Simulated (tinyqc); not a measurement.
Carrier lifetime of a p-type layer with SRH, radiative, Auger and surface recombination: one step of the calculation.

Uniform excess density dn = dp (no trapping), n = n0 + dn, p = p0 + dn, Boltzmann statistics, full ionisation. Surfaces enter as a rate 2 S dn/d, which holds while diffusion to them is fast.

Task. Lifetime, shares and quasi-Fermi splitting. With e = n p - ni^2 = dn (n0 + p0 + dn): U_SRH = e/(tp0 (n + n1) + tn0 (p + p1)), U_rad = B e, U_Aug = (Cn n + Cp p) e, U_s = 2 S dn/d. tau = dn/U, shares of U, splitting Vt ln(n p/ni^2), radiative efficiency U_rad/U.

Inputs (values chosen for the exercise); band and dielectric values close to those of silicon:
```
symbol     value    unit                                      meaning
T            300       K                                  temperature
B       4.68e-15  cm^3/s                        radiative coefficient
Cn       2.4e-31  cm^6/s            Auger coefficient (two electrons)
Cp       2.3e-31  cm^6/s                Auger coefficient (two holes)
S             40    cm/s  surface recombination velocity (both faces)
d              8      um                             sample thickness
```

Constants: q = 1.602176634e-19 C, kB = 1.380649e-23 J/K, Vt = kB T/q. Results are converted to the units shown.

converged dn = 2.6056301e13 cm^-3
ni = 1.5711458e10 cm^-3
n0 = 7260.2911 cm^-3
p0 = 3.4e16 cm^-3
n1 = 2.2381802e6 cm^-3
p1 = 1.1029045e14 cm^-3
tn0 = 9.1911765e-6 s
tp0 = 1.8382353e-4 s

Find: tau; shares; quasi-Fermi splitting.

Result.

tau = 4.825e-6 s
shares (%): SRH 51.54, radiative 0.08, Auger 0.13, surface 48.25
quasi-Fermi splitting = 0.5688 V

SRH recombination takes the largest share. dn is 7.7e-4 times the doping: low injection.

tinyqc, about 0.02 s, one thread, Intel Xeon 2.30GHz (shared host): `OMP_NUM_THREADS=1 python tinyqc.py 2300070 2300071 out.jsonl`
